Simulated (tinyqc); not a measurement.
# Surface potential of a MOS transistor: implicit equation and explicit approximations: two studies

p-type body, charge-sheet picture, depletion and inversion only, full ionisation (an idealisation for deep acceptors), Boltzmann statistics (rough once Na exp(x - xn) passes about Nc/7). In units of Vt: xg = (Vg - Vfb)/Vt, x = psi/Vt, G = gamma/sqrt(Vt), xn = (2 phiF + Vc)/Vt. The implicit equation is (xg - x)^2 = G^2 [x - 1 + exp(x - xn)] for x above about 3. Cox = eps0 eox/tox.

Values chosen for this exercise; band and dielectric values those of a made-up semiconductor: temperature T = 350 K; band gap Eg = 1.23 eV; relative permittivity eps_r = 10.3; conduction-band density of states at T Nc = 4.35e19 cm^-3; valence-band density of states at T Nv = 2.85e19 cm^-3; relative permittivity of the gate insulator (close to silicon dioxide) eox = 3.9; insulator thickness tox = 4.8 nm; acceptor density Na = 9.7e16 cm^-3; flat-band voltage Vfb = -0.4 V; channel-body voltage Vc = 1 V; gate-body voltage Vg = 2.42 V.

Constants: q = 1.602176634e-19 C, kB = 1.380649e-23 J/K, Vt = kB T/q, eps0 = 8.8541878128e-14 F/cm where lengths are in cm. Results are converted to the units shown.

Each table varies one quantity; the others keep the values above.

## Accuracy of the approximations against gate voltage

ni = sqrt(Nc Nv) exp(-Eg/(2 Vt)), Eg in volts; phiF = Vt ln(Na/ni); gamma = sqrt(2 q eps0 eps_r Na)/Cox; VT = Vfb + Vt (xn + G sqrt(xn - 1)). Depletion value a = 1 + [sqrt(G^2/4 + xg - 1) - G/2]^2; inversion value b = xn + ln[(xg - xn)^2/G^2 - xn + 1] and first guess y = min(a, b) - ln(1 + exp(-|a - b|)) if a > xn + 1, else b = y = a; one second-order correction with D = exp(y - xn), p = 2 (xg - y) + G^2 (1 + D), w = (xg - y)^2 - G^2 (y - 1 + D): z = y + 2 w/(p + sqrt(p^2 - 2 (2 - G^2 D) w)), or the Newton step z = y + w/p where the root is not real. N_inv = (Cox Vt G/q) [sqrt(x - 1 + exp(x - xn)) - sqrt(x - 1)] at the root. Lambert form (Cox m Vt/q) W0[(G/(2 m sqrt(xn - 1))) exp((Vg - VT)/(m Vt))], m = 1 + G/(2 sqrt(xn - 1)). Errors under 1e-4 mV, and the linear form below VT, are printed as 0.

Result of one run:

| Vg (V) | psi (V) | x - xn | error of y (mV) | error of z (mV) | N_inv (cm^-2) | Cox (Vg - VT)/q (cm^-2) | Lambert form (cm^-2) |
|---|---|---|---|---|---|---|---|
| 2.19 | 2.0212 | 4.8662 | 19.6 | -3.03 | 1.0712e12 | 1.7859e12 | 1.1151e12 |

What becomes of these results when the gate-body voltage Vg is changed from 2.19 to 1.59 V, all else the same?

Result of the changed run:

| Vg (V) | psi (V) | x - xn | error of y (mV) | error of z (mV) | N_inv (cm^-2) | Cox (Vg - VT)/q (cm^-2) | Lambert form (cm^-2) |
|---|---|---|---|---|---|---|---|
| 1.59 | 1.6886 | -6.1616 | 5.30e-3 | 0 | 2.5950e7 | 0 | 2.4291e7 |

The whole series:

| Vg (V) | psi (V) | x - xn | error of y (mV) | error of z (mV) | N_inv (cm^-2) | Cox (Vg - VT)/q (cm^-2) | Lambert form (cm^-2) |
|---|---|---|---|---|---|---|---|
| 1.39 | 1.5057 | -12.225 | 0 | 0 | 63975 | 0 | 54214 |
| 1.59 | 1.6886 | -6.1616 | 5.30e-3 | 0 | 2.5950e7 | 0 | 2.4291e7 |
| 1.79 | 1.8703 | -0.13822 | 2.08 | -1.11e-4 | 1.0138e10 | 0 | 1.0161e10 |
| 1.99 | 1.9824 | 3.5792 | 24.5 | -10.1 | 3.6194e11 | 8.8784e11 | 3.7674e11 |
| 2.19 | 2.0212 | 4.8662 | 19.6 | -3.03 | 1.0712e12 | 1.7859e12 | 1.1151e12 |
| 2.39 | 2.0434 | 5.6010 | 15.1 | -1.02 | 1.8615e12 | 2.6839e12 | 1.9323e12 |
| 2.59 | 2.0592 | 6.1252 | 12.5 | -0.517 | 2.6827e12 | 3.5819e12 | 2.7770e12 |
| 2.79 | 2.0716 | 6.5360 | 10.8 | -0.312 | 3.5205e12 | 4.4800e12 | 3.6354e12 |
| 2.99 | 2.0818 | 6.8752 | 9.57 | -0.207 | 4.3688e12 | 5.3780e12 | 4.5020e12 |

psi rises from 1.51 to 2.08 V and ends 6.9 Vt above 2 phiF + Vc. Among the rows the first guess is off by at most 24 mV (at Vg = 1.99 V) and the corrected value by at most 10 mV. In the last row the linear form is 23 % above N_inv and the Lambert form 3.0 % above it; in the first row the Lambert form is 15 % below it. For Vg = 2.19, 2.39, 2.59, 2.79, 2.99 the electron quasi-Fermi level lies less than 2 Vt below the band edge at the surface, or above it, where degeneracy and confinement, left out, matter.

## Effect of the acceptor density at fixed gate voltage

Same model as above.

Vfb is held fixed.

Effect of the acceptor density at fixed gate voltage:

| Na (cm^-3) | psi (V) | x - xn | error of y (mV) | error of z (mV) | N_inv (cm^-2) | Cox (Vg - VT)/q (cm^-2) | Lambert form (cm^-2) |
|---|---|---|---|---|---|---|---|
| 3.2e15 | 1.9558 | 9.5208 | 17.4 | -1.94 | 3.6155e12 | 4.9254e12 | 3.8986e12 |
| 7.1e15 | 1.9781 | 8.6652 | 16.5 | -1.53 | 3.3836e12 | 4.5847e12 | 3.6138e12 |
| 1.5e16 | 1.9987 | 7.8537 | 15.6 | -1.22 | 3.1079e12 | 4.2075e12 | 3.2903e12 |
| 3.4e16 | 2.0207 | 6.9446 | 14.9 | -0.990 | 2.7114e12 | 3.6994e12 | 2.8442e12 |
| 7.4e16 | 2.0400 | 6.0309 | 14.5 | -0.892 | 2.2010e12 | 3.0781e12 | 2.2900e12 |
| 1.6e17 | 2.0552 | 4.9938 | 15.3 | -1.07 | 1.5133e12 | 2.2624e12 | 1.5627e12 |
| 3.5e17 | 2.0554 | 3.4321 | 20.0 | -2.85 | 5.9267e11 | 1.1310e12 | 6.0752e11 |
| 7.8e17 | 1.9098 | -2.9976 | 0.293 | 0 | 1.6355e9 | 0 | 1.5876e9 |

What does the table show?

As Na goes from 3.2e15 to 7.8e17, psi goes from 1.96 through a maximum of 2.06 (at Na = 3.5e17 among the rows listed) to 1.91 V, x - xn falls from 9.52 to -3.00 and N_inv falls from 3.62e12 to 1.64e9 cm^-2. The Lambert form lies between 0.971 and 1.08 times N_inv. For Na = 3.2e15, 7.1e15, 1.5e16, 3.4e16, 7.4e16, 1.6e17, 3.5e17 the electron quasi-Fermi level lies less than 2 Vt below the band edge at the surface, or above it, where degeneracy and confinement, left out, matter.

Numbers from tinyqc (`OMP_NUM_THREADS=1 python tinyqc.py 2122175 2122176 out.jsonl`; about 0.01 s on one thread of a shared Intel Xeon 2.30GHz).
